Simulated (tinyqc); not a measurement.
From results back to parameters: static screening by free carriers. Four cases, with inputs chosen for the exercise.

Problem. At zero temperature the gas shows Friedel oscillations of period pi/kF and a Thomas-Fermi length 1/qTF; n and m are hidden.

kF = (3 pi^2 n/Mv)^(1/3), EF = c kF^2/m with c = hbar^2/2m0, n in 1/angstrom^3 (1e-24 per 1/cm^3), e2 = e^2/(4 pi eps0). Thomas-Fermi: qTF^2 = 6 pi e2 n/(eps EF). Debye: qD^2 = 4 pi e2 n/(eps kB T).

Constants: hbar^2/2m0 = 3.80998211 eV angstrom^2; e^2/(4 pi eps0) = 14.39964547 eV angstrom.

Case 1.

Values chosen (out of a larger set: near those of SiC; not measured data): Mv = 3 (valleys); eps = 9.66 (background dielectric constant).

period = 28.2059 angstrom
1/qTF = 5.59667 angstrom

Case 2.

Values chosen (out of a larger set: a free-electron density near that of Al; not measured data): Mv = 1 (valleys); eps = 1 (background dielectric constant).

period = 1.77898 angstrom
1/qTF = 0.485128 angstrom

Case 3.

Values chosen (out of a larger set: a free-electron density near that of Al; not measured data): Mv = 1 (valleys); eps = 1 (background dielectric constant).

period = 1.79853 angstrom
1/qTF = 0.487787 angstrom

Case 4.

Values chosen (out of a larger set: near those of SiC; not measured data): Mv = 3 (valleys); eps = 9.77 (background dielectric constant).

period = 71.7646 angstrom
1/qTF = 8.94528 angstrom

Find: kF; n; m.

Solution. kF = pi/period and n = Mv kF^3/(3 pi^2); qTF^2 = 2 e2 Mv m kF/(pi eps c) then gives m.

Case 1.

kF = 0.1114 1/angstrom
n = 1.40e+20 1/cm^3
m = 0.384 m0

Case 2.

kF = 1.766 1/angstrom
n = 1.86e+23 1/cm^3
m = 1.000 m0

Case 3.

kF = 1.747 1/angstrom
n = 1.80e+23 1/cm^3
m = 1.000 m0

Case 4.

kF = 0.04378 1/angstrom
n = 8.50e+18 1/cm^3
m = 0.386 m0

Computed by tinyqc, one run a case: `OMP_NUM_THREADS=1 python tinyqc.py N N+1 out.jsonl` with N = 1652577, 1652614, 1652619, 1652674; one thread of a shared Intel(R) Xeon(R) Processor @ 2.30GHz, about 0.01 s a run at most.
